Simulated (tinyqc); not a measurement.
Forward curve with series resistance: current of a Schottky diode by thermionic-emission-diffusion theory, and its read-back from I-V-T and C-V data. Computed by tinyqc, a small Python program. Command: `OMP_NUM_THREADS=1 python tinyqc.py 3006278 3006279 out.jsonl schottky walk`. One thread of a shared host (Intel(R) Xeon(R) Processor @ 2.30GHz), about 0.01 s of CPU time with the checks.

Full ionisation, no tunnelling, no recombination current. V is the voltage across the junction itself, forward positive.

Inputs (values chosen for the exercise, modelled on n-type GaAs):

| quantity | value | unit |
|---|---|---|
| Richardson constant A* | 8.14 | A/(cm^2 K^2) |
| effective density of states at 300 K, N_c | 4.9e+17 | 1/cm^3 |
| permittivity eps | 12.9 | - |
| mobility mu | 4800 | cm^2/(V s) |
| barrier without image force phi_0 (mean) | 0.87 | eV |
| doping N | 3.9e+16 | 1/cm^3 |
| series resistance R_s | 0.36 | milliohm cm^2 |
| junction voltage V | 0.33 | V |
| temperature T | 200 | K |
| standard deviation sigma | 69 | meV |
| relative change of sigma^2 with bias, rho | 0.56 | 1/V |

Barrier: Gaussian spread of heights.

Constants: k_B = 8.617333262e-05 eV/K; e = 1.602176634e-19 C; eps_0 = 8.8541878128e-12 F/m.

Method:
- N_c(T) = N_c (T/300 K)^(3/2); V_bi = phi_0 - (k_B T/e) ln(N_c(T)/N); surface field F = sqrt(2 e N (V_bi - V - k_B T/e)/(eps eps_0)); image lowering d_phi = sqrt(e F/(4 pi eps eps_0)); effective barrier phi = phi_0 - d_phi - sigma^2 (1 - rho V)/(2 k_B T).
- Collection velocity v_R = A* T^2/(e N_c(T)); diffusion velocity v_D = mu F; J = e N_c(T) v_R/(1 + v_R/v_D) exp(-phi/k_B T) [exp(e V/k_B T) - 1].
- Terminal voltage V + J R_s; apparent ideality from neighbouring rows, (e/k_B T) dV_terminal/d ln J.

built-in voltage V_bi = 0.836864 V

Forward curve; the last column belongs to the interval up to the next row:

| V (V) | J (A/cm^2) | terminal voltage (V) | apparent n |
|---|---|---|---|
| 0.201 | 3.1530e-08 | 0.201 | 1.0995e+00 |
| 0.279 | 1.9335e-06 | 0.279 | 1.1014e+00 |
| 0.356 | 1.1170e-04 | 0.356 | 1.1039e+00 |
| 0.434 | 6.7398e-03 | 0.434 | 1.1094e+00 |
| 0.512 | 4.0144e-01 | 0.512 | 1.2310e+00 |
| 0.590 | 2.3447e+01 | 0.598 | 7.8553e+00 |
| 0.668 | 1.3236e+03 | 1.144 | 3.5905e+02 |
| 0.746 | 6.9092e+04 | 25.619 | - |

The resistance takes over where J R_s exceeds k_B T/e, at J = 47.9 A/cm^2; the apparent ideality climbs from 1.10 to 359, so barrier and n must be read below that current. Rows where the resistance drops more than 1 V are formal, since self-heating is left out.
